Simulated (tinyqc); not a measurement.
From results back to parameters: heavy doping: gap narrowing, degeneracy and the minority density. Three cases, with inputs chosen for the exercise.

Problem. The minority density was computed from a hidden true narrowing dEg.

F_j(eta) = (1/Gamma(j + 1)) integral_0^infinity x^j dx/(1 + exp(x - eta)), which tends to exp(eta) for eta << 0.

Majority: N = Nv F_1/2(eta), eta the distance of EF beyond the majority band edge in kT. Degeneracy factor gam = F_1/2(eta)/exp(eta). ni0^2 = Nc Nv exp(-Eg/kT); product n p = ni0^2 gam exp(dEg/kT), dEg the true narrowing; apparent narrowing dEa = dEg + kT ln gam; minority density = n p/N.

Constants: kB = 8.617333262e-05 eV/K.

Case 1.

Values chosen (gap and densities of states near those of Ge at this temperature; narrowing constants of the size fitted for Si, not for this material; the results hold for these values, not for the real material): N = 4.8e+18 1/cm^3 (ionised acceptors, equal to the majority density); Eg = 0.631 eV (gap); Nc = 1.52e+19 1/cm^3 (conduction-band density of states); Nv = 7.03e+18 1/cm^3 (valence-band density of states); T = 400 K.

minority density = 1.17613e+12 1/cm^3

Case 2.

Values chosen (gap and densities of states near those of Si at this temperature; narrowing constants near the fits for Si; the results hold for these values, not for the real material): N = 9.1e+17 1/cm^3 (ionised acceptors, equal to the majority density); Eg = 1.154 eV (gap); Nc = 2.24e+19 1/cm^3 (conduction-band density of states); Nv = 8.25e+18 1/cm^3 (valence-band density of states); T = 250 K.

minority density = 0.00341662 1/cm^3

Case 3.

Values chosen (gap and densities of states near those of Si at this temperature; narrowing constants near the fits for Si; the results hold for these values, not for the real material): N = 4.8e+17 1/cm^3 (ionised acceptors, equal to the majority density); Eg = 1.127 eV (gap); Nc = 2.73e+19 1/cm^3 (conduction-band density of states); Nv = 1.11e+19 1/cm^3 (valence-band density of states); T = 300 K.

minority density = 153.499 1/cm^3

Find: dEa; gam; dEg.

Solution. dEa = kT ln(minority x N/ni0^2); gam follows from N alone, and dEg = dEa - kT ln gam.

Case 1.

dEa = 53.43 meV
gam = 0.7873
dEg = 61.67 meV

Case 2.

dEa = 24.28 meV
gam = 0.9618
dEg = 25.12 meV

Case 3.

dEa = 18.97 meV
gam = 0.9848
dEg = 19.36 meV

Computed by tinyqc, one run a case: `OMP_NUM_THREADS=1 python tinyqc.py N N+1 out.jsonl` with N = 1681465, 1681509, 1681574; one thread of a shared Intel(R) Xeon(R) Processor @ 2.30GHz, about 0.02 s a run at most.
